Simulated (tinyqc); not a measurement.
Inside a calculation. Model: threshold-voltage variability of a planar MOSFET, analytic estimates.

Numbers from tinyqc (`OMP_NUM_THREADS=1 python tinyqc.py 2090136 2090137 out.jsonl`; about 0.01 s on one thread of a shared Intel Xeon 2.30GHz). Printed values are rounded.

Three independent sources add in quadrature: random dopants in the depleted layer, metal-gate grains of two orientations, and roughness of the two gate edges acting through the roll-off VT = VT(long) - Vr exp(-L/l). These are first-order estimates: no three-dimensional electrostatics, no percolation.

Parameters, values chosen for the exercise; material values close to those of silicon:
```
symbol,value,unit,meaning
T,300,K,temperature
Eg,1.14,eV,band gap
eps_r,11.7,,relative permittivity of the semiconductor
Nc,2.82e19,cm^-3,conduction-band density of states at T
Nv,2.69e19,cm^-3,valence-band density of states at T
Na,1.6e18,cm^-3,channel doping
ti,1,nm,oxide-equivalent thickness in inversion
L,20,nm,gate length
W,23,nm,gate width
G,7,nm,metal grain size
dW,0.2,eV,work-function difference of the two grain orientations
p,0.6,,share of the orientation of higher work function
De,1.2,nm,rms roughness of one gate edge
La,30,nm,correlation length of the roughness
l,3.7,nm,decay length of the threshold roll-off
Vr,1.5,V,prefactor of the roll-off
n,1.3,,subthreshold factor
gI,15,1/V,gm/I of a matched pair
sb,1.1,%,spread of the gain factor of one device
Nb,8388608,,number of cells
Y,0.99,,wanted yield
```

Constants: q = 1.602176634e-19 C, kB = 1.380649e-23 J/K, Vt = kB T/q, eps0 = 8.8541878128e-14 F/cm where lengths are in cm. Results are converted to the units shown.

Range of the model: The depletion depth exceeds L, so source and drain share much of the charge and the dopant estimate is rough. gI s exceeds 0.2, so the linear formula for the current mismatch is only a rough guide.

## Random dopants

ni = sqrt(Nc Nv) exp(-Eg/(2 Vt)), Eg in volts; Cox = 3.9 eps0/ti; Wd = sqrt(4 eps0 eps_r Vt ln(Na/ni)/(q Na)); dopants: s1 = (q/Cox) sqrt(Na Wd/(3 L W)). The slope A1 = s1 sqrt(L W); mean number of dopants Na L W Wd.

Cox = 3.45313 uF/cm^2
Wd = 28.3278 nm
mean number of dopants = 20.8492
A1 = 0.570299 mV um
s1 = 26.5903 mV

Counting alone, 1/sqrt(N) of the depletion voltage q Na Wd/Cox = 210 mV, would give sqrt(3) times more: dopants deep in the layer act less on the surface.

## Metal grains and edge roughness

Grains: Ng = L W/G^2 (at least 1), s2 = dW sqrt(p (1 - p)/Ng). Edges, with exponential correlation and u = W/La: the mean gate length has sL^2 = 2 De^2 (2/u)[1 - (1 - exp(-u))/u]; s3 = sL (Vr/l) exp(-L/l).

Ng = 9.38776
s2 = 31.9783 mV
sL = 1.50530 nm
dVT/dL = 1.82118 mV/nm
s3 = 2.74141 mV

## Total spread, mismatch and leakage

s = sqrt(s1^2 + s2^2 + s3^2). For a pair: s(dVT) = sqrt(2) s; current mismatch sqrt(2) sqrt((gI s)^2 + sb^2); input offset = current mismatch/gI. For a Gaussian VT the off current is log-normal with mean/median = exp(s^2/(2 (n Vt)^2)).

s = 41.6794 mV
s(dVT) = 58.9435 mV
current mismatch = 88.4290 %
input offset = 58.9526 mV
mean/median of Ioff = 2.15765

The grains give 58.9 % of the variance; without them s would be 26.7 mV. A current mismatch this large is beyond the linear estimate.

## Iteration 1: margin in standard deviations for the wanted yield

k at the start = 3

Cells fail independently with probability Q(k) = erfc(k/sqrt(2))/2 when the margin is k standard deviations, and Y = exp(-Nb Q(k)). phi = exp(-k^2/2)/sqrt(2 pi). Newton steps on ln Q(k) = ln(-ln(Y)/Nb): k(new) = k + [ln Q - ln(-ln(Y)/Nb)] Q/phi.

Q(k) = 0.00134990
phi = 0.00443185
k after iteration 1 = 7.24441

## Iteration 2: margin in standard deviations for the wanted yield

As before.

Q(k) = 2.17167e-13
phi = 1.60218e-12
k after iteration 2 = 6.07661

## Course of the iteration: margin in standard deviations for the wanted yield

Stop when k changes by less than 1e-9, or after 30 iterations.

Course of the iteration:
```
iteration	k	|change|
1	7.24441	4.24
2	6.07661	1.17
3	5.96930	0.107
4	5.96838	9.17e-4
5	5.96838	6.70e-8
6	5.96838	< 1e-12
```

Converged in 6 iterations. At the end the number of correct digits about doubles with each step. With s(dVT) = 58.9 mV, 5.97 standard deviations are 352 mV.
